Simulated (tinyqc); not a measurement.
# Via and link resistance from two via chains

Inverse problem. A chain of 2000 vias joined by 2000 metal links has R = 2000 (Rv + Rlink), with Rlink proportional to the link length. Find Rv, Rlink for length L, and the value of Rv that the short chain would give if the links were ignored.

resistance of chains of 2000 links with link lengths L and 3 L (ohm): [34200, 50600]

Solution. R per link is a straight line in the link length; its intercept at zero length is Rv.

Rv = 13.00 ohm
Rlink = 4.100 ohm
Rv without correction = 17.10 ohm

Computed by the program tinyqc: `OMP_NUM_THREADS=1 python tinyqc.py 2750153 2750154 out.jsonl`, one thread of a shared Intel Xeon 2.30GHz, about 0.01 s for the whole run.
